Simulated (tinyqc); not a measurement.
## n-type polysilicon, carrier trapping at grain boundaries: effect of the doping

One-dimensional grains of size Lg, uniform ionised doping N, monovalent traps Qt at each boundary at a depth Et below (for electrons) or above (for holes) the band edge there, abrupt depletion of width W on each side of a boundary, Boltzmann statistics. xi is the distance from the band edge at the grain centre to the Fermi level. Trapped charge Qt/(1 + exp((xi + VB - Et)/Vt)) = 2 N W, barrier VB = q N W^2/(2 eps0 eps_r).

If the trap equation with xi = Vt ln(NB/N) has a root W < Lg/2, the grain is partly depleted; otherwise W = Lg/2 and the trap equation gives xi = Et - VB + Vt ln(Qt/(N Lg) - 1). N* = Qt/Lg. n0 = NB exp(-xi/Vt); mean density n0 (1 - 2 W/Lg) by charge balance in a partly depleted grain, and n0 (sqrt(pi)/2) erf(u)/u with u = sqrt(VB/Vt) in a fully depleted one; v = sqrt(kB T/(2 pi ms m0)); barrier resistivity Vt exp(VB/Vt)/(q fe n0 v Lg); grain resistivity (1 - 2 W/Lg)/(q n0 mug); effective mobility 1/(q mean density total resistivity). Rows with xi above 0.45 V, towards mid-gap, are left out, since the other carrier type is ignored.

Values chosen for this exercise; values of the order met in polycrystalline silicon:
- T = 300 K (temperature)
- eps_r = 11.7 (relative permittivity)
- NB = 2.8e19 cm^-3 (conduction-band density of states at T)
- Lg = 33 nm (grain size)
- Qt = 2.4e12 cm^-2 (trap density of a grain boundary)
- Et = 0.46 eV (depth of the trap level from the majority band edge at the boundary)
- ms = 0.49 m0 (mass for thermionic emission)
- fe = 1 (correction factor of the emission rate)
- mug = 93 cm^2/(V s) (mobility inside the grains)

Constants: q = 1.602176634e-19 C, kB = 1.380649e-23 J/K, m0 = 9.1093837015e-31 kg, Vt = kB T/q, eps0 = 8.8541878128e-14 F/cm where lengths are in cm. Results are converted to the units shown.

Effect of the doping:

| N (cm^-3) | N/N* | depleted share 2 W/Lg | VB (V) | xi (V) | mean density (cm^-3) | resistivity (ohm cm) | effective mobility (cm^2/(V s)) |
|---|---|---|---|---|---|---|---|
| 2.2e17 | 0.30250 | 1.0000 | 0.046317 | 0.43528 | 8.5029e11 | 55966 | 131.16 |
| 4.1e17 | 0.56375 | 1.0000 | 0.086317 | 0.36705 | 9.1706e12 | 18782 | 36.236 |
| 7.5e17 | 1.0312 | 0.96949 | 0.14841 | 0.093581 | 2.2885e16 | 5.2834 | 51.620 |
| 1.4e18 | 1.9250 | 0.51948 | 0.079538 | 0.077446 | 6.7273e17 | 0.22012 | 42.150 |
| 2.5e18 | 3.4375 | 0.29091 | 0.044542 | 0.062456 | 1.7727e18 | 0.047541 | 74.059 |
| 4.6e18 | 6.3250 | 0.15810 | 0.024208 | 0.046693 | 3.8727e18 | 0.019338 | 83.340 |
| 8.4e18 | 11.550 | 0.086580 | 0.013257 | 0.031125 | 7.6727e18 | 0.0098273 | 82.776 |

As N goes from 2.2e17 to 8.4e18, VB goes from 0.0463 through a maximum of 0.148 (at N = 7.5e17 among the rows listed) to 0.0133 V, the resistivity falls from 56000 to 0.00983 ohm cm and the effective mobility moves up and down between 36.2 and 131 cm^2/(V s). The steepest fall of the resistivity among the rows, as N^(-13.5), lies between N = 4.1e17 and 7.5e17 cm^-3; N* = 7.27e17 cm^-3. While the grain is fully depleted VB grows as N; once the traps are full it falls as 1/N. For N = 2.5e18, 4.6e18, 8.4e18 xi is under 2.5 Vt, where Boltzmann statistics begin to fail. For N = 4.6e18, 8.4e18 VB is below Vt, where abrupt depletion and thermionic emission are rough. For N = 7.5e17 the grain is near the changeover between partial and full depletion, within a few Debye lengths, where both limits are rough. For N = 2.2e17 the effective mobility exceeds mug, since drift through the depleted part of the grain is left out.

tinyqc, about 0.01 s, one thread, Intel Xeon 2.30GHz (shared host): `OMP_NUM_THREADS=1 python tinyqc.py 2830143 2830144 out.jsonl`
